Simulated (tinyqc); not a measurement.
Gate-all-around wire with two subbands, quantum capacitance: one step of the calculation.

phi is the Fermi level above the lowest subband edge, in volts; Vg is counted from the gate voltage at which an empty wire would have phi = 0. Both directions of motion are filled (equilibrium).

Task. New phi. N1 = gv sqrt(2 md m0 kB T/(pi hbar^2)); n1 = N1 F(phi/Vt), n2 = g2 N1 F((phi - E2)/Vt), n = n1 + n2, F(e) = (1/sqrt(pi)) int_0^infinity u^(-1/2) du/(1 + exp(u - e)); Cq = q dn/dphi = (q N1/Vt) [F'(phi/Vt) + g2 F'((phi - E2)/Vt)]. Newton: f = phi + q (n)/Cox - Vg, phi(new) = phi - f/(1 + (Cq)/Cox).

Parameters, values chosen for the exercise: temperature T = 300 K; mass along the wire md = 0.06 m0; valley degeneracy gv = 1; second subband above the first E2 = 0.15 eV; orbital degeneracy of the second subband g2 = 2; gate voltage Vg = 0.29 V.

Constants: q = 1.602176634e-19 C, kB = 1.380649e-23 J/K, hbar = 1.054571817e-34 J s, m0 = 9.1093837015e-31 kg, Vt = kB T/q. Results are converted to the units shown.

phi after iteration 1 = 0.11679577 V
Cox = 4.5878831 pF/cm

Give: n1; n2; Cq; f; phi after iteration 2.

Result.

n1 = 2.6631e6 cm^-1
n2 = 5.2940e5 cm^-1
Cq = 4.7860 pF/cm
f = -0.061717 V
phi after iteration 2 = 0.14700 V

Computed by the program tinyqc: `OMP_NUM_THREADS=1 python tinyqc.py 2200138 2200139 out.jsonl`, one thread of a shared Intel Xeon 2.30GHz, about 0.01 s for the whole run.
